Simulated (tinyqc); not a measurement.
When the interface binds a state: heterojunction of two tight-binding chains.

Left chain: hopping -t1, sites at 2 t1 (band bottom 0). Right chain: hopping -t2, sites at dE + 2 t2 (bottom dE). t = c/(m a^2), c = hbar^2/2m0. The bond across the interface is -tc with tc = f sqrt(t1 t2), and the last left site has the extra energy U. In a chain E = bottom + 2t (1 - cos(ka)); the surface Green function of a half chain is g = -exp(ika)/t, with Im k > 0 where cos(ka) > 1.

Constants: hbar^2/2m0 = 3.80998211 eV angstrom^2.

Inputs chosen for the exercise (masses and offset of the size met at GaN / AlGaN; not measured data):

| symbol | value | unit | meaning |
|---|---|---|---|
| a | 5.65 | angstrom | site spacing |
| m1 | 0.215 | m0 | mass on the left |
| m2 | 0.261 | m0 | mass on the right |
| dE | 0.39 | eV | band offset |
| f | 1 |  | factor on the interface hopping |

A state below both bands solves E - 2 t1 - U - S1(E) - S2(E) = 0 for E < 0, with S1 = -t1 z1, S2 = -(tc^2/t2) z2 and |z| < 1 the decaying root of z + 1/z = 2 - (E - bottom)/t. Decay lengths -a/ln|z|. The threshold is the U that solves the equation at E = 0. A dash: no bound state.

Interface state:

| U (eV) | E (eV) | decay left (angstrom) | decay right (angstrom) |
|---|---|---|---|
| -0.10 | - | - | - |
| -0.20 | - | - | - |
| -0.30 | - | - | - |
| -0.36 | -0.0017 | 101.9 | 6.3 |
| -0.43 | -0.0148 | 34.6 | 6.2 |
| -0.52 | -0.0448 | 20.0 | 6.0 |
| -0.66 | -0.1102 | 12.8 | 5.6 |
| -0.98 | -0.3096 | 7.7 | 4.8 |

threshold U = -0.3280 eV

The step pushes the state out, so an attraction must exceed 0.3280 eV to bind; 5 of the 8 rows are bound. At U = -0.98 eV the state decays over 7.7 angstrom to the left and 4.8 to the right, where the band lies higher.

(tinyqc, `OMP_NUM_THREADS=1 python tinyqc.py 1451526 1451527 out.jsonl`, Intel(R) Xeon(R) Processor @ 2.30GHz, 1 thread, shared host, about 0.01 s.)
